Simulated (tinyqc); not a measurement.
# Surface potential of a MOS transistor: implicit equation and explicit approximations, step by step

Computed by the program tinyqc: `OMP_NUM_THREADS=1 python tinyqc.py 2122174 2122175 out.jsonl`, one thread of a shared Intel Xeon 2.30GHz, about 0.01 s for the whole run. Printed values are rounded.

p-type body, charge-sheet picture, depletion and inversion only, full ionisation (an idealisation for deep acceptors), Boltzmann statistics (rough once Na exp(x - xn) passes about Nc/7). In units of Vt: xg = (Vg - Vfb)/Vt, x = psi/Vt, G = gamma/sqrt(Vt), xn = (2 phiF + Vc)/Vt. The implicit equation is (xg - x)^2 = G^2 [x - 1 + exp(x - xn)] for x above about 3. Cox = eps0 eox/tox.

Inputs (values chosen for the exercise); band and dielectric values close to those of silicon: temperature T = 300 K; band gap Eg = 1.14 eV; relative permittivity eps_r = 11.5; conduction-band density of states at T Nc = 2.83e19 cm^-3; valence-band density of states at T Nv = 2.62e19 cm^-3; relative permittivity of the gate insulator (close to silicon dioxide) eox = 3.9; insulator thickness tox = 2.6 nm; acceptor density Na = 1.7e17 cm^-3; flat-band voltage Vfb = -0.77 V; channel-body voltage Vc = 0 V; gate-body voltage Vg = 0.97 V.

Constants: q = 1.602176634e-19 C, kB = 1.380649e-23 J/K, Vt = kB T/q, eps0 = 8.8541878128e-14 F/cm where lengths are in cm. Results are converted to the units shown.

Range of the model: The electron quasi-Fermi level lies less than 2 Vt below the band edge at the surface, or above it, where degeneracy and confinement, left out, matter.

## Scales

ni = sqrt(Nc Nv) exp(-Eg/(2 Vt)), Eg in volts; phiF = Vt ln(Na/ni); gamma = sqrt(2 q eps0 eps_r Na)/Cox; VT = Vfb + Vt (xn + G sqrt(xn - 1)).

phiF = 0.4387683 V
gamma = 0.1773283 V^0.5
G = 1.102887
xn = 33.94463
VT = 0.2711872 V
xg = 67.30621

## Explicit approximation

Depletion value a = 1 + [sqrt(G^2/4 + xg - 1) - G/2]^2; inversion value b = xn + ln[(xg - xn)^2/G^2 - xn + 1] and first guess y = min(a, b) - ln(1 + exp(-|a - b|)) if a > xn + 1, else b = y = a; one second-order correction with D = exp(y - xn), p = 2 (xg - y) + G^2 (1 + D), w = (xg - y)^2 - G^2 (y - 1 + D): z = y + 2 w/(p + sqrt(p^2 - 2 (2 - G^2 D) w)), or the Newton step z = y + w/p where the root is not real.

a = 58.91316
b = 40.72691
y = 40.72691
p = 1127.297
w = -414.7853
z = 40.25170

The root of the implicit equation is x = 40.2751; y misses it by 0.45 and z by -0.023, in units of Vt.

## Starting value

x = a rounded to two decimals.

x at the start = 58.91

## Iteration 1: new x

D = exp(x - xn), f = (xg - x)^2 - G^2 (x - 1 + D), f' = -2 (xg - x) - G^2 (1 + D), x(new) = x - f/f'.

D = 6.955378e10
f = -8.460236e10
f' = -8.460236e10
x after iteration 1 = 57.91

## Iteration 2: new x

As before.

D = 2.558740e10
f = -3.112347e10
f' = -3.112347e10
x after iteration 2 = 56.91000

## Iteration 3: new x

As before.

D = 9.413080e9
f = -1.144968e10
f' = -1.144968e10
x after iteration 3 = 55.91000

## Course of the iteration

Stop when the step is below 1e-11, or after 60 iterations.

Course of the iteration:
```
iteration  x before the step      step
1                      58.91     -1.00
2                      57.91     -1.00
3                   56.91000     -1.00
4                   55.91000     -1.00
5                   54.91000     -1.00
6                   53.91000     -1.00
7                   52.91000     -1.00
8                   51.91000     -1.00
9                   50.91000     -1.00
...                      ...       ...
16                  43.92048    -0.979
17                  42.94119    -0.940
18                  42.00121    -0.835
19                  41.16638    -0.600
20                  40.56668    -0.255
21                  40.31151   -0.0358
22                  40.27573  -6.05e-4
23                  40.27513  -1.69e-7
24                  40.27513   < 1e-13
```

Converged in 24 iterations. In 16 iterations the step is within 5 % of -1, the mark of an exponential that dominates f.

## Potential, charges and gate control

converged x = 40.27513

psi = Vt x; N_dep = Cox Vt G sqrt(x - 1)/q; N_inv = (Cox Vt G/q) [sqrt(x - 1 + exp(x - xn)) - sqrt(x - 1)]; dpsi/dVg = 1/[1 + G^2 (1 + exp(x - xn))/(2 (xg - x))].

psi = 1.041193 V
N_dep = 1.481199e12 cm^-2
N_inv = 4.3116e12 cm^-2
dpsi/dVg = 0.07323660

psi lies 6.3 Vt above 2 phiF + Vc.
